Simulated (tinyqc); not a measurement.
Worked calculation: size effects in the resistivity of thin metal films and interconnect lines. Computed by tinyqc, a small Python program that keeps every step. Command: `OMP_NUM_THREADS=1 python tinyqc.py 3025985 3025986 out.jsonl size walk`. One thread of a shared host (Intel(R) Xeon(R) Processor @ 2.30GHz), about 0.01 s of CPU time with the checks. Intermediate numbers are printed to about 6 digits and carried at full precision; extremes and crossings named in words are read from the listed rows.

Electrons lose their drift at surfaces (a share 1 - p of the hits) and at grain boundaries (reflection R), besides bulk scattering. The line sits in a trench with a non-conducting liner on both walls and the bottom; the spacing equals the drawn width.

Inputs (values chosen for the exercise, modelled on molybdenum): bulk resistivity rho_b = 5.48 microohm cm; bulk mean free path lambda = 11.8 nm; specularity p = 0; grain-boundary reflection R = 0.19; drawn line width w = 29 nm; grain size over metal width = 1; aspect ratio (height over width) = 1.2; liner thickness t = 2.2 nm; line length = 1.6 micrometre; permittivity of the dielectric k = 3.3; competitor: rho_b relative to this metal = 3.2; competitor: lambda relative to this metal = 0.45; competitor: liner relative to t = 0.

Geometry: line.

Constants: eps_0 = 8.8541878128e-12 F/m.

## Metal cross-section

Metal width w_m = w - 2t, height h_m = (aspect ratio) w - t, grain size D = (ratio) w_m.

metal width w_m = 24.6 nm

metal height h_m = 32.6 nm

grain size D = 24.6 nm

share of the trench filled by metal = 79.4649 %

## Grain boundaries

Mayadas-Shatzkes: alpha = (lambda/D) R/(1 - R); rho_b/rho = 1 - 3 alpha/2 + 3 alpha^2 - 3 alpha^3 ln(1 + 1/alpha).

alpha = 0.112516

rho/rho_b from grains = 1.16358

The linear estimate 1 + 3 alpha/2 gives 1.169, within 2 %.

## Surfaces

Fuchs-Sondheimer film: rho_b/rho = 1 - (3/(2 kappa))(1 - p) int_0^1 (s - s^3)(1 - exp(-kappa/s))/(1 - p exp(-kappa/s)) ds, f = rho/rho_b, kappa = thickness/lambda, 80 Gauss-Legendre points. Line: the excess of a film of thickness w_m and of a film of thickness h_m are added, rho/rho_b = 1 + (f(w_m) - 1) + (f(h_m) - 1), an estimate that holds best when both sides exceed lambda.

kappa = w_m/lambda = 2.08475

f(w_m) = 1.21103

f(h_m) = 1.15483

rho/rho_b from surfaces = 1.36585

## Resistance and delay

Total: rho = rho_b [1 + surface excess + grain excess]; resistance per length rho/(w_m h_m); capacitance per length C = 2 k eps_0 (aspect ratio + 1/2), a parallel-plate estimate for two neighbours plus a fixed term for the planes above and below; delay 0.38 R C L^2; effective resistivity per drawn area.

resistivity rho = 8.38132 microohm cm

resistance per length = 104.510 ohm/micrometre

capacitance per length = 0.0993440 fF/micrometre

RC delay = 0.0101001 ps

effective resistivity per drawn area = 10.5472 microohm cm

Of the factor 1.92 over bulk, scattering gives 1.53 and the liner 1.26; within scattering, surfaces outweigh grain boundaries (0.16 against 0.37, grains first).

## A short-path metal as competitor

w_m = w - 2t, h_m = (aspect ratio) w - t, D = (ratio) w_m; rho = rho_b [1 + surface excess + grain excess]. Effective resistivity rho (aspect ratio) w^2/(w_m h_m) for the metal with its liner, for the same metal without liner, and for a competitor with its own rho_b, lambda and liner, and for that competitor with the liner t; p, R, aspect and grain ratios are the same.

Effective resistivity (microohm cm):
```
w (nm)  this metal  without liner  competitor  competitor, liner t
200          6.013         5.8200     18.0224               18.608
100          6.601         6.1686     18.5140               19.768
50           7.979         6.8936     19.5141               22.393
30          10.315         7.9084     20.8847               26.672
20          14.243         9.2152     22.6570               33.706
14          21.614        10.9047     25.0119               46.797
10          38.507        13.1275     28.2275               76.574
7          105.244        16.3677     33.0964              191.899
```

The competitor wins below a width between 14.0 and 10.0 nm. In narrow lines rho scales as rho_b lambda/w, and the product rho_b lambda of the competitor is 1.44 times this metal's. At the narrowest width the liner costs this metal a factor 6.43. With the same liner the competitor wins nowhere in the table; at the narrowest width the thinner liner lowers it from 192 to 33.1. Rows with w - 2t below lambda stretch the additive estimate. Metal widths below about 5 nm are outside this semiclassical model.

Checks made by the program: grain-boundary formula against its angular integral 3 int_0^1 c^3/(c + alpha) dc (relative difference below 1e-10).
